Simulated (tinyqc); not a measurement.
# Threshold-voltage variability of a planar MOSFET, analytic estimates: what changes with what

Three independent sources add in quadrature: random dopants in the depleted layer, metal-gate grains of two orientations, and roughness of the two gate edges acting through the roll-off VT = VT(long) - Vr exp(-L/l). These are first-order estimates: no three-dimensional electrostatics, no percolation.

Values chosen for this exercise; material values close to those of silicon:

| symbol | value | unit | meaning |
|---|---|---|---|
| T | 300 | K | temperature |
| Eg | 1.1 | eV | band gap |
| eps_r | 11.9 |  | relative permittivity of the semiconductor |
| Nc | 2.75e19 | cm^-3 | conduction-band density of states at T |
| Nv | 2.67e19 | cm^-3 | valence-band density of states at T |
| Na | 2.5e18 | cm^-3 | channel doping |
| ti | 2.5 | nm | oxide-equivalent thickness in inversion |
| L | 25 | nm | gate length |
| W | 26 | nm | gate width |
| G | 4 | nm | metal grain size |
| dW | 0.2 | eV | work-function difference of the two grain orientations |
| p | 0.4 |  | share of the orientation of higher work function |
| De | 1.8 | nm | rms roughness of one gate edge |
| La | 20 | nm | correlation length of the roughness |
| l | 5.1 | nm | decay length of the threshold roll-off |
| Vr | 1.2 | V | prefactor of the roll-off |

Constants: q = 1.602176634e-19 C, kB = 1.380649e-23 J/K, Vt = kB T/q, eps0 = 8.8541878128e-14 F/cm where lengths are in cm. Results are converted to the units shown.

Each table varies one quantity; the others keep the values above.

## Effect of the metal grain size

ni = sqrt(Nc Nv) exp(-Eg/(2 Vt)), Eg in volts; Cox = 3.9 eps0/ti; Wd = sqrt(4 eps0 eps_r Vt ln(Na/ni)/(q Na)); dopants: s1 = (q/Cox) sqrt(Na Wd/(3 L W)). Grains: Ng = L W/G^2 (at least 1), s2 = dW sqrt(p (1 - p)/Ng). Edges, with exponential correlation and u = W/La: the mean gate length has sL^2 = 2 De^2 (2/u)[1 - (1 - exp(-u))/u]; s3 = sL (Vr/l) exp(-L/l). s = sqrt(s1^2 + s2^2 + s3^2). l and Vr are held fixed.

The same in every row: s1 (mV) = 62.53; s3 (mV) = 3.664.

Results:

| G (nm) | s2 (mV) | s (mV) | s sqrt(L W) (mV um) |
|---|---|---|---|
| 2 | 7.686 | 63.11 | 1.609 |
| 3 | 11.53 | 63.69 | 1.624 |
| 7 | 26.90 | 68.17 | 1.738 |
| 10 | 38.43 | 73.49 | 1.874 |
| 14 | 53.80 | 82.57 | 2.105 |
| 20 | 76.86 | 99.15 | 2.528 |

Estimate the missing row, G = 5 nm.

Computed row:

| G (nm) | s2 (mV) | s (mV) | s sqrt(L W) (mV um) |
|---|---|---|---|
| 5 | 19.22 | 65.52 | 1.670 |

With this row back in the table: As G goes from 2 to 20 nm, s rises from 63.1 to 99.2 mV. The largest source is the dopants in the first row and the grains in the last. For G = 14 to 20 nm the gate holds under four grains, so the work function takes a few discrete values.

## Effect of the gate width

Same model as above.

l and Vr are held fixed.

Effect of the gate width:

| W (nm) | s1 (mV) | s2 (mV) | s3 (mV) | s (mV) | s sqrt(L W) (mV um) |
|---|---|---|---|---|---|
| 8.7 | 108.1 | 26.57 | 4.151 | 111.4 | 1.643 |
| 14 | 85.22 | 20.95 | 3.987 | 87.85 | 1.643 |
| 23 | 66.49 | 16.34 | 3.739 | 68.57 | 1.644 |
| 37 | 52.42 | 12.89 | 3.415 | 54.09 | 1.645 |
| 61 | 40.83 | 10.04 | 2.989 | 42.15 | 1.646 |
| 98 | 32.21 | 7.918 | 2.540 | 33.27 | 1.647 |
| 160 | 25.21 | 6.197 | 2.082 | 26.04 | 1.647 |
| 260 | 19.77 | 4.861 | 1.678 | 20.43 | 1.647 |

As W goes from 8.7 to 260 nm, s falls from 111 to 20.4 mV. The dopants are the largest source in the first and the last row. The product s sqrt(L W) stays near 1.65 mV um: s1 and s2 count independent dopants and grains, so they go as 1/sqrt(L W), and s3 is too small to matter.

## Effect of the gate length

Same model as above.

l and Vr are held fixed.

Effect of the gate length:

| L (nm) | s1 (mV) | s2 (mV) | s3 (mV) | s (mV) | s sqrt(L W) (mV um) |
|---|---|---|---|---|---|
| 15 | 80.73 | 19.85 | 26.03 | 87.11 | 1.720 |
| 18 | 73.70 | 18.12 | 14.46 | 77.25 | 1.671 |
| 22 | 66.66 | 16.39 | 6.598 | 68.96 | 1.649 |
| 26 | 61.32 | 15.07 | 3.012 | 63.22 | 1.644 |
| 32 | 55.27 | 13.59 | 0.9287 | 56.92 | 1.642 |
| 38 | 50.72 | 12.47 | 0.2864 | 52.23 | 1.642 |
| 46 | 46.10 | 11.33 | 0.05966 | 47.47 | 1.642 |
| 55 | 42.16 | 10.36 | 0.01022 | 43.41 | 1.642 |

What does the table show?

As L goes from 15 to 55 nm, s falls from 87.1 to 43.4 mV. The dopants are the largest source in the first and the last row. The product s sqrt(L W) falls from 1.72 to 1.64 mV um: s1 and s2 go as 1/sqrt(L W), so the change comes from s3 alone. For L = 15 to 22 nm the depletion depth exceeds L, so source and drain share much of the charge and s1 is rough.

Numbers from tinyqc (`OMP_NUM_THREADS=1 python tinyqc.py 2090130 2090131 out.jsonl`; about 0.01 s on one thread of a shared Intel Xeon 2.30GHz).
